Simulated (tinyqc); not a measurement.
The window of frequencies: the 3-omega method: a line heater on a substrate with a thin film. Computed by tinyqc, a small Python program. Command: `OMP_NUM_THREADS=1 python tinyqc.py 3020993 3020994 out.jsonl threeomega walk`. One thread of a shared host (Intel(R) Xeon(R) Processor @ 2.30GHz), about 0.01 s of CPU time with the checks.

A current at angular frequency omega = 2 pi f heats the line at 2 omega with the amplitude P per length; the temperature swing Delta T at 2 omega gives a voltage at 3 omega. The substrate is taken as semi-infinite and isotropic, and the heat capacity of heater and film is left out.

Inputs (values chosen for the exercise, modelled on a silicon-germanium alloy on gallium nitride): substrate conductivity kappa = 197 W/(m K); substrate heat capacity C = 2.9 1e6 J/(m^3 K); heater half-width b = 23 micrometre; power amplitude per length P = 9 W/m; current frequency f = 1700 Hz; substrate thickness d_s = 500 micrometre.

Method:
- D = kappa/C; q = sqrt(2 i omega/D); penetration depth 1/|q| = sqrt(D/(2 omega)).
- Delta T_s = (P/(pi kappa)) int_0^infinity (sin x/x)^2 / sqrt(x^2 + (q b)^2) dx with (q b)^2 = i |q b|^2, averaged over the heater width (12 Gauss-Legendre points on each of the pieces 0, 14 log-spaced edges from 1e-5 to 1, and multiples of pi to 40 pi; the tail adds 1/(4 (40 pi)^2)).
- For |q| b much below 1: Delta T_s = (P/(pi kappa)) [-ln(|q| b) + eta - i pi/4], eta = 3/2 - C_E = 0.92278, with Euler's C_E = 0.5772157.
- The slope value uses each f and 2f: kappa = P ln 2/(2 pi [Delta T(f) - Delta T(2f)]).

diffusivity D = 67.9310 mm^2/s

Bare substrate; columns: (1) f (Hz); (2) penetration depth (micrometre); (3) |q| b; (4) in-phase (K); (5) out-of-phase (K); (6) narrow-line form (K); (7) kappa from the slope (W/(m K)):
```
(1)        (2)        (3)        (4)         (5)         (6)     (7)
0.1     7352.4  0.0031282   0.097288   -0.011421    0.097288  197.00
1       2325.0  0.0098923   0.080546   -0.011420    0.080545  197.01
10      735.24   0.031282   0.063805   -0.011411    0.063803  197.07
51      325.57   0.070645   0.051966   -0.011377    0.051957  197.37
200     164.40    0.13990   0.042058   -0.011280    0.042021  198.44
1000    73.524    0.31282   0.030499   -0.010905    0.030319  203.98
4100    36.311    0.63342   0.020754  -0.0099701    0.020059  224.06
20000   16.440     1.3990   0.011304  -0.0076465   0.0085367  315.79
100000  7.3524     3.1282  0.0051673  -0.0044204  -0.0031656  654.77
610000  2.9769     7.7262  0.0020906  -0.0019688   -0.016314  1621.5
```

The slope gives kappa within 1 % up to |q| b = 0.14 (f = 200 Hz) among these rows. The penetration depth stays under d_s/5 = 100 micrometre from f = 1000 Hz up, so no row meets both conditions: the heater is too wide for this substrate. At high f the flow turns one-dimensional: in-phase and out-of-phase parts become equal in size (ratio 0.94 in the last row) and fall as f^(-1/2) (exponent -0.50).
